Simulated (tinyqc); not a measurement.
Channel direction: nanosheet or nanowire with hard walls, valleys of the Si type.

Six ellipsoidal valleys along the cube axes: inverse mass tensor w = 1/mt + (1/ml - 1/mt) a a^T with a the unit axis. Device axes: x along the channel, z = [001], y = z x x.

Hard walls around a W x H rectangle. The block w_c of w in (y, z) confines; the transport mass follows from 1/m_x = w_xx - w_xc w_c^-1 w_cx. The cross-section problem c (w_yy ky^2 + 2 w_yz ky kz + w_zz kz^2), c = hbar^2/2m0, is solved in products sin(n pi y/W) sin(l pi z/H), n, l = 1 to 12; if w_yz = 0 the levels are c pi^2 (w_yy n^2/W^2 + w_zz l^2/H^2). The w_yz term couples (n, l) to (n', l') by -2 c w_yz D_nn'(W) D_ll'(H) with D_nm(L) = 4 n m/(L (n^2 - m^2)) for n + m odd and 0 otherwise.

Without degeneracy the line density is N1 exp((EF - Ec)/kB T) with N1 = sum 2 g sqrt(m_x kB T/(4 pi c)) exp(-E/kB T), here over n, l up to 80 where w_yz = 0 and over all levels of a 12 x 12 sine basis otherwise; the classical value is W H Nc with Nc = 2 g_all (m_dos kB T/(4 pi c))^(3/2), m_dos = (ml mt^2)^(1/3); dVt = kB T ln(W H Nc/N1).

Constants: hbar^2/2m0 = 3.80998211 eV angstrom^2; kB = 8.617333262e-05 eV/K.

Values chosen for the exercise (near those of Si; shifted at random, so the results belong to these values and not to a real crystal): ml = 0.899 m0 (longitudinal mass); mt = 0.186 m0 (transverse mass); T = 350 K (temperature); g_all = 6 (number of valleys); W = 35 angstrom (width, along y); H = 36 angstrom (height, along z = [001]).

The same rectangle along [100] and [110]; groups ordered by w_zz, then w_yy.

Lowest level of each group:
```
channel, group  valleys g   w_yy   w_zz  |w_yz|  m_x (m0)  E (eV)
[100] A                 2  5.376  1.112   0.000     0.186  0.1973
[100] B                 2  1.112  5.376   0.000     0.186  0.1901
[100] C                 2  5.376  5.376   0.000     0.899  0.3210
[110] A                 2  5.376  1.112   0.000     0.186  0.1973
[110] B                 4  3.244  5.376   0.000     0.542  0.2556
```

What does the comparison show?

The lowest subband has m_x = 0.186 m0 and 2 valleys along [100], and 0.186 m0 and 2 valleys along [110]; its edge lies at 0.1901 and 0.1973 eV. The transport masses are equal, but the lowest subbands come from different valleys.

Program tinyqc; command `OMP_NUM_THREADS=1 python tinyqc.py 1280620 1280621 out.jsonl`; about 0.02 s on one thread of a shared Intel(R) Xeon(R) Processor @ 2.30GHz.
